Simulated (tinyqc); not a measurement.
# One-sided p+-n junction, ionisation integral and breakdown: effects of single changes

A p+ layer at x < 0 and an n drift layer from x = 0. Depletion approximation, built-in voltage neglected. Local ionisation coefficients alpha_n = an exp(-(bn/E)^mx), alpha_p = ap exp(-(bp/E)^mx). Electrons move towards +x, holes towards x = 0.

Values chosen for this exercise; material values close to those of germanium: relative permittivity eps_r = 16.1; prefactor of the electron ionisation coefficient an = 1.56e7 1/cm; field constant for electrons bn = 1.64e6 V/cm; prefactor of the hole ionisation coefficient ap = 9.54e6 1/cm; field constant for holes bp = 1.27e6 V/cm; exponent mx = 1; electron mobility of the drift layer mu = 4140 cm^2/(V s); donor density of the drift layer N = 3.6e14 cm^-3.

Constants: q = 1.602176634e-19 C, eps0 = 8.8541878128e-14 F/cm where lengths are in cm. Results are converted to the units shown.

Each table varies one quantity; the others keep the values above.

## Multiplication against voltage

W = sqrt(2 eps0 eps_r V/(q N)), peak field E0 = q N W/(eps0 eps_r), falling linearly to 0 at W. G(x) = integral from 0 to x of (alpha_n - alpha_p); I_n = integral of alpha_n exp(-G) (electrons injected at x = 0), I_p = integral of alpha_p exp(G(end) - G) (holes injected at the far edge); M = 1/(1 - I). Integrals on a fine grid; BV is where I_n = 1. Here BV = 354.572 V; the Miller exponent is n = ln(1 - 1/M)/ln(V/BV).

Multiplication against voltage:
```
V (V)	E0 (kV/cm)	I_n	I_p	M_n	M_p	Miller n, electrons	Miller n, holes
142	107	5.48e-4	0.0131	1.00	1.01	8.21	4.74
177	120	0.00339	0.0543	1.00	1.06	8.19	4.19
213	131	0.0142	0.156	1.01	1.19	8.35	3.64
248	142	0.0448	0.332	1.05	1.50	8.69	3.09
284	152	0.129	0.573	1.15	2.34	9.24	2.51
305	157	0.233	0.720	1.30	3.58	9.67	2.18
326	162	0.425	0.855	1.74	6.91	10.2	1.86
340	166	0.641	0.933	2.79	14.9	10.6	1.66
349	168	0.842	0.976	6.31	41.6	10.9	1.54
```

Read the table: what changes, and by how much?

M_n rises from 1.001 to 6.31 and M_p from 1.013 to 41.6; both diverge at BV. The Miller exponent for electrons goes from 8.21 through a minimum of 8.19 (at V = 177 among the rows listed) to 10.9 and that for holes falls from 4.74 to 1.54, so one exponent describes neither over the whole range. The larger multiplication belongs to holes, whose coefficient at the peak field of the last row is 5.53 times the other.

## Effect of the drift doping

Same model as above.

Specific on-resistance Ron = W/(q mu N) with constant mobility and full ionisation.

Results:
```
N (cm^-3)	BV (V)	E0 at BV (kV/cm)	W at BV (um)	Ron (mohm cm^2)	BV^2/Ron (MW/cm^2)	eps0 eps_r mu E0^3/4 (MW/cm^2)
3e13	2.72e3	135	401	2.02e3	3.66	3.66
5.8e13	1.57e3	143	219	571	4.32	4.32
1.1e14	927	151	122	168	5.12	5.12
2.1e14	548	161	68.1	48.9	6.13	6.13
4.1e14	319	172	37.2	13.7	7.45	7.45
7.8e14	192	183	20.9	4.04	9.09	9.09
2.9e15	69.1	212	6.51	0.338	14.1	14.1
```

Estimate the missing row, N = 1.5e15 cm^-3.

Computed row:
```
N (cm^-3)	BV (V)	E0 at BV (kV/cm)	W at BV (um)	Ron (mohm cm^2)	BV^2/Ron (MW/cm^2)	eps0 eps_r mu E0^3/4 (MW/cm^2)
1.5e15	115	197	11.7	1.17	11.2	11.2
```

With this row back in the table: BV falls from 2720 to 69.1 V while the critical field rises from 135 to 212 kV/cm. BV goes as N^(-0.83) between the first two rows and N^(-0.77) between the last two (a coefficient proportional to E^7 gives -0.75 without punch-through). Ron goes as BV^(2.37) over the table; the last two columns agree since BV = E0 W/2 and N = eps0 eps_r E0/(q W).

Numbers from tinyqc (`OMP_NUM_THREADS=1 python tinyqc.py 2120048 2120049 out.jsonl`; about 0.05 s on one thread of a shared Intel Xeon 2.30GHz).
